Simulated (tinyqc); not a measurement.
# From one set of inputs to another, one input at a time

Model: decay of LO phonons and the hot-phonon bottleneck in the cooling of electrons. Computed by tinyqc, a small Python program. Command: `OMP_NUM_THREADS=1 python tinyqc.py 3031445 3031446 out.jsonl hotphonon ladder`. One thread of a shared host (Intel(R) Xeon(R) Processor @ 2.30GHz), about 0.01 s of CPU time with the checks.

n(E, T) = 1/(exp(E/(k_B T)) - 1) is the Bose occupation. Electrons have a temperature T_e; the LO modes within their reach share one occupation N; the decay products stay at the lattice temperature.

The inputs printed are set A. Set A is modelled on gallium nitride; the values taken over come from a set modelled on indium phosphide. Inputs not listed in the table keep their values of set A, so the rows need not describe a real material.

Inputs (values chosen for the exercise, modelled on gallium nitride):
```
quantity                                             value    unit
LO energy hbar omega                                    91     meV
lifetime at T = 0, tau_0                               2.6      ps
share f of the energy in the softer product           0.25       -
lattice temperature T                                  500       K
electron mass m*                                     0.209     m_0
eps_inf                                               5.32       -
static dielectric constant eps_s                      9.36       -
electron density n                                 1.1e+17  1/cm^3
density of LO modes that the electrons reach, N_m  4.8e+19  1/cm^3
power supplied per electron P                          5.8      nW
```

Decay channel: two unequal phonons (Ridley).

Constants: k_B = 8.617333262e-05 eV/K; c = 299792458 m/s; e^2/(4 pi eps_0) = 14.39964548 eV angstrom; hbar^2/(2 m_0) = 3.80998212 eV angstrom^2; hbar = 6.582119569e-16 eV s; e = 1.602176634e-19 C.

Method:
- Decay rate 1/tau = (1/tau_0) [1 + n(f hbar omega) + n((1 - f) hbar omega)].
- Full width Gamma = 1/(2 pi c tau) in 1/cm, c in cm/s.
- Froehlich coupling alpha = (e^2/(4 pi eps_0)) (1/eps_inf - 1/eps_s) k_0/(2 hbar omega), k_0 = sqrt(m* hbar omega/(hbar^2/(2 m_0))); emission time tau_sp = hbar/(2 alpha hbar omega); bottleneck ratio r = (n/N_m) tau/tau_sp.
- Net emission per electron: [(N + 1) x - N]/tau_sp with x = exp(-hbar omega/(k_B T_e)), a simple two-level balance; steady state of the modes: n [(N + 1) x - N]/tau_sp = N_m (N - N_0)/tau; power per electron P = hbar omega [(N + 1) x - N]/tau_sp.
- With p = P tau_sp/(hbar omega): N = N_0 + r p and x = (p + N)/(N + 1); without hot phonons N = N_0. The mode temperature T_LO solves n(hbar omega, T_LO) = N.

Each row keeps all changes above it:
```
input moved                                                    from       to  mode temperature T_LO (K)  bottleneck ratio r  T_e without hot phonons (K)
set A                                                             -        -                     501.33             0.27717                       505.45
power supplied per electron P (nW)                              5.8      4.9                     501.12             0.27717                       504.61
electron mass m* (m_0)                                        0.209   0.0784                     501.12             0.16976                       507.52
static dielectric constant eps_s                               9.36     12.8                     501.12             0.22984                       505.56
eps_inf                                                        5.32     9.68                     501.12             0.05269                       524.20
density of LO modes that the electrons reach, N_m (1/cm^3)  4.8e+19  8.2e+18                     506.54             0.30841                       524.20
LO energy hbar omega (meV)                                       91       43                     502.48             0.10532                       538.71
lifetime at T = 0, tau_0 (ps)                                   2.6       14                     513.31             0.56710                       538.71
```

Which inputs carry the difference?

Mode temperature T_LO goes from 501 to 513, a factor 1.024 in all. The largest single move comes from lifetime at T = 0, tau_0 (a factor 1.022), and LO energy hbar omega works against it (a factor 0.9920). Bottleneck ratio r goes from 0.277 to 0.567, a factor 2.05 in all. The largest single move comes from density of LO modes that the electrons reach, N_m (a factor 5.85), and eps_inf works against it (a factor 0.229). T_e without hot phonons goes from 505 to 539, a factor 1.07 in all. The largest single move comes from eps_inf (a factor 1.04), and static dielectric constant eps_s works against it (a factor 0.9961). The single moves hold for this order of the switches; the total does not depend on the order.

Extremes, crossings and ranges named in words are read from the listed rows.
